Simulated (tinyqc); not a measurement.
Shallow acceptor in the spherical four-band model, step by step. Values are carried at full precision from step to step, so a last printed digit may differ when a step is redone from the rounded ones.

Units Ry* = Ry/(g1 eps^2) and a* = a0 eps g1; mu = (6 g3 + 4 g2)/(5 g1) is the spherical heavy-light coupling and delta = (g3 - g2)/g1 the cubic term, which is left out.

Constants: Ry = 13.60569312 eV; a0 (Bohr radius) = 0.5291772105 angstrom.

Inputs chosen for the exercise (near those of a shallow acceptor in Si, where the small spin-orbit splitting and strong warping make this model rough; not measured data):
- g1 = 4.29 (Luttinger gamma1)
- g2 = 0.34 (gamma2)
- g3 = 1.45 (gamma3)
- eps = 11.8 (dielectric constant)
- al = (0.175, 1.05, 6.31) 1/a*^2 (exponents a_i, the same for f and g)
- Dso = 0.044 eV (spin-orbit splitting)

## Units and couplings

Give Ry*, a*, mu, delta and the spherical masses 1/(g1 (1 -/+ mu)).

Ry* = 22.777 meV
a* = 26.79 angstrom
mu = 0.4690
delta = 0.2587

heavy and light mass (m0): 0.4390  0.1587

A hydrogen model with the heavy mass would bind by Ry*/(1 - mu) = 42.9 meV and with the light mass by 15.5 meV. delta/mu = 0.55: the cubic term is not small, so the spherical result is a first estimate.

## Matrices in a small basis

The ground state 1S3/2 has an L = 0 part f(r) and an L = 2 part g(r). In units of Ry* and a*, with Gaussians f_i = exp(-a_i r^2), g_i = r^2 exp(-a_i r^2), A = a_i + a_j and I(n) = Gamma((n + 1)/2)/(2 A^((n + 1)/2)): S_ff = I(2), S_gg = I(6), H_ff = (6 a_i a_j/A) I(2) - 2 I(1), H_gg = (14 a_i a_j/A) I(6) - 2 I(5), H_fg = -mu [15 I(2) - 20 a_j I(4) + 4 a_j^2 I(6)]; each function is then normalised. The split-off band is left out.

Form S and H.

S, lower triangle:
```
        f1      f2      f3      g1      g2      g3
f1  1.0000
f2  0.5855  1.0000
f3  0.1845  0.5850  1.0000
g1       0       0       0  1.0000
g2       0       0       0  0.2868  1.0000
g3       0       0       0  0.0194  0.2862  1.0000
```

H (Ry*), lower triangle:
```
         f1       f2        f3       g1      g2       g3
f1  -0.8101
f2  -0.9355  -0.1204
f3  -0.8718  -0.4219   10.9129
g1  -0.3179  -0.5469   -0.2221   0.5129
g2  -0.0912  -1.9072   -3.2803   0.2202  5.6058
g3  -0.0062  -0.5458  -11.4616  -0.0132  2.6724  39.8942
```

## Ground state in the small basis

Solve H u = E S u for the lowest level of the acceptor; the first half of the basis is L = 0 and the second L = 2. Give E, E without the f-g block, and the L = 2 weight u_g S_gg u_g with u S u = 1.

E = -1.223 Ry*
E without coupling = -0.989 Ry*
L = 2 weight = 0.087

Without the coupling the exact value is -1, which this basis, tuned to the compact coupled state, misses by 0.011. The coupling to L = 2 takes the level to 1.22 times that exact value.

## Converged result

Converged values use 22 exponents 2.2^i, i = -7 to 14, for f and for g.
Ground and next level of the same symmetry, L = 2 weight and mean radius.

1S3/2 and 2S3/2 (Ry*): -1.253  -0.342

binding energies (meV): 28.5  7.8

L = 2 weight = 0.096
<r> = 33.2 angstrom

The small basis reaches 98 % of the binding. The ratio 1S/2S is 3.67 (4 for hydrogen). The binding is 0.65 of Dso, so the split-off band, left out here, would deepen it noticeably.

## Checks

- Level at mu = 0 against -1 Ry*: both -1.0000.
- Ground level from a second, denser basis, Ry*: both -1.253.

Run: tinyqc, `OMP_NUM_THREADS=1 python tinyqc.py 1251204 1251205 out.jsonl`; Intel(R) Xeon(R) Processor @ 2.30GHz, one thread, shared host; about 1 s of CPU time with all checks.
